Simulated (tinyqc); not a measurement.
Cabrera-Mott growth of a thin oxide under its own electric field: one step, computed by the program tinyqc.

Electrons cross the film freely and set a fixed potential V across it; the field V/x lowers the barrier for ions entering the oxide.

Problem. Limiting thickness. Growth counts as stopped when u exp(X1/x) falls to 1e-5 angstrom/s: x_L = X1/ln(1e-5/u), defined while u is below that rate; the critical temperature is T_c = W/(k_B ln(u0/1e-5)).

Inputs (values chosen for the exercise, for a model metal): barrier W = 1.68 eV; prefactor u0 = N Omega nu = 8.7e+12 angstrom/s; temperature T = 300 K.

Backward hops: ignored.

u = 5.209085e-16 angstrom/s

X1 = 51.05988 angstrom

Constants: k_B = 8.617333262e-05 eV/K.

Give: limiting thickness x_L; critical temperature T_c.

Solution.

limiting thickness x_L = 2.1564 angstrom

critical temperature T_c = 471.97 K
